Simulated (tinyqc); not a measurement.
Extended Hueckel theory, for H3+, step by step. The parameters take no account of the charge, which enters only through the electron count. Computed by tinyqc, a small Python program that keeps every step (integrals from PySCF). Settings: charge = 1, K = 1.5, weighted = 1, multiplicity = 1. Command: `OMP_NUM_THREADS=1 python tinyqc.py 30470 30471 out.jsonl` (the two numbers bound the seeds that draw the settings). One thread of a shared host (Intel(R) Xeon(R) Processor @ 2.60GHz), about 0.01 s of CPU time with the checks.

## Overlaps

Geometry (angstrom):
```
atom        x        y         z
H     0.00000  0.00000   0.00000
H     0.00000  0.00000   0.91100
H     0.00000  0.00000  -0.91100
```

Parameters chosen for this run:
```
element  shell  Slater exponent  H_ii (eV)
H           1s          1.30000  -13.60000
```

Slater orbitals, each expanded in six Gaussians scaled to its exponent.

overlap S:
```
         1H 1s    2H 1s    3H 1s
1H 1s  1.00000  0.52350  0.52350
2H 1s  0.52350  1.00000  0.13829
3H 1s  0.52350  0.13829  1.00000
```

## Wolfsberg-Helmholz matrix

diagonal H_ii (eV): 1H 1s -13.60000, 2H 1s -13.60000, 3H 1s -13.60000

K = 1.50000

H_ij = K' S_ij (H_ii + H_jj)/2 for i != j (the diagonal keeps H_ii), with K' = K + D^2 + D^4 (1 - K), D = (H_ii - H_jj)/(H_ii + H_jj), K = 1.5.

H (eV):
```
           1H 1s      2H 1s      3H 1s
1H 1s  -13.60000  -10.67935  -10.67935
2H 1s  -10.67935  -13.60000   -2.82120
3H 1s  -10.67935   -2.82120  -13.60000
```

## Orbitals

valence electrons = 2

Solve H C = S C e through S^(-1/2); fill by pairs from the bottom, a degenerate level sharing its electrons equally; each orbital has its largest coefficient positive (the first on a tie).

orbital energies (eV): -16.64870  -12.50868  0.48532

occupations: 2.00000  0.00000  0.00000

coefficients:
```
           MO1       MO2       MO3
1H 1s  0.50018   0.00000   1.29557
2H 1s  0.38825   0.76174  -0.83453
3H 1s  0.38825  -0.76174  -0.83453
```

sum of one-electron energies = -33.29741 eV

## Mulliken analysis

P = C n C^T; charge = valence electrons (H 1) minus the sum of (P S)_ii on the atom; overlap population = 2 sum P_ij S_ij between two atoms.

charges: 1H 0.09299, 2H 0.45350, 3H 0.45350

Overlap populations:
```
pair     value
2-1   0.406646
3-1   0.406646
3-2   0.083386
```
